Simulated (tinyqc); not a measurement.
On-chip interconnect, size-dependent resistivity and RC delay: one step of the calculation.

A rectangular line between two neighbours and two ground planes. Surface and grain-boundary scattering are added to the bulk resistivity as corrections; capacitances are parallel-plate values without fringing; inductance is ignored.

Task. Node voltages after a time step. A 1 V step is applied behind Rd at t = 0. C dv/dt = -G v + b, with G the conductance matrix of the ladder (1/Rs between neighbours, 1/Rd added at node 0) and b = (1 V/Rd, 0, ...). Backward Euler step: (C/dt + G) v(new) = (C/dt) v + b.

Parameters, values chosen for the exercise: driver resistance Rd = 1100 ohm; time step dt = 22 ps.

Rs = 1237.4646 ohm

```
node,C (fF),v at t = 1 dt (V)
0,1.4233079,0.73627499
1,2.8466157,0.49853812
2,2.8466157,0.34062595
3,2.8466157,0.23725398
4,2.8466157,0.17187053
5,5.0233079,0.13400657
```

Find: v at t = 2 dt.

Result.

```
node,v at t = 2 dt (V)
0,0.84347
1,0.67596
2,0.53686
3,0.42918
4,0.35222
5,0.30415
```

Numbers from tinyqc (`OMP_NUM_THREADS=1 python tinyqc.py 2100105 2100106 out.jsonl`; about 0.01 s on one thread of a shared Intel Xeon 2.30GHz).
